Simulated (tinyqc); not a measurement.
From results to parameters: Hueckel model of a polar double bond. Computed by the program tinyqc.

Problem. A C=X pi bond in Hueckel theory has H_XX = alpha + h beta, H_CC = alpha and H_CX = k beta, with two electrons. Find h, k, the charge on carbon and the bond order.

x values of the two levels (E = alpha + x beta): 1.129949  -0.849949

Solution. The sum of the x values is h and their product is -k^2; the charge on carbon is h/sqrt(h^2 + 4k^2) and the bond order 2k/sqrt(h^2 + 4k^2).

h, k: 0.2800  0.9800
charge on carbon, bond order: 0.141  0.990
